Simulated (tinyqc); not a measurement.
Two-band tight binding of a puckered layer, step by step. Values are carried at full precision from step to step, so a last printed digit may differ when a step is redone from the rounded ones.

With X = kx ax/2 and Y = ky ay/2: h = t2 + 2 cos(Y) (t1 exp(iX) + t3 exp(-iX)) + t5 exp(2iX), d = 4 t4 cos(X) cos(Y), H = [[d, h], [h*, d]], E = d -/+ |h|.

Constants: hbar^2/2m0 = 3.80998211 eV angstrom^2.

Inputs chosen for the exercise (near a published set for monolayer black phosphorus; the results hold for these values, not for the real material): ax = 4.46 angstrom (period along x (armchair)); ay = 3.27 angstrom (period along y (zigzag)); t1 = -1.23 eV (along the zigzag); t2 = 3.673 eV (across the pucker); t3 = -0.187 eV (second in the sheet); t4 = -0.097 eV (same sublattice); t5 = -0.053 eV (far across); k = (0.31, 0.66) 1/angstrom (wave vector).

## One k point

Form X, Y, h, d and the levels.

X, Y (rad): [0.69130, 1.07910]

h = 2.6323-0.6799i eV
d = -0.1411 eV

levels (eV): [-2.8598, 2.5775]

## Expansion about Gamma

h = h0 + i chi kx + gx kx^2 + gy ky^2 and d = 4 t4 + ex kx^2 + ey ky^2, with h0 = t2 + 2 t1 + 2 t3 + t5, chi = ax (t1 - t3 + t5), gx = -ax^2 ((t1 + t3)/4 + t5/2), gy = -ay^2 (t1 + t3)/4, ex = -t4 ax^2/2, ey = -t4 ay^2/2. The gap is 2 h0.

h0 = 0.7860 eV
gap = 1.5720 eV
chi = -4.8882 eV angstrom

gx, gy, ex, ey (eV angstrom^2): [7.5737, 3.7880, 0.9647, 0.5186]

## Masses

Electrons: c/(ex + gx + chi^2/(2 h0)) along x, c/(ey + gy) along y; holes: the same with -ex and -ey; c = hbar^2/2m0. The coefficients stand in the order gx, gy, ex, ey.

masses (m0), rows electron, hole; columns x, y:
$$\begin{pmatrix}
0.1605 & 0.8847 \\
0.1747 & 1.1654
\end{pmatrix}$$

density-of-states mass sqrt(mx my) (m0): electron 0.3768, hole 0.4512

my/mx: electron 5.51, hole 6.67

Along x the term chi^2/(2 h0) = 15.20 eV angstrom^2 couples the bands and makes both carriers light; along y it is absent.

## Checks

- Electron mass along x against a finite difference of the band: both 0.1605.

(tinyqc, `OMP_NUM_THREADS=1 python tinyqc.py 1451649 1451650 out.jsonl`, Intel(R) Xeon(R) Processor @ 2.30GHz, 1 thread, shared host, about 0.01 s.)
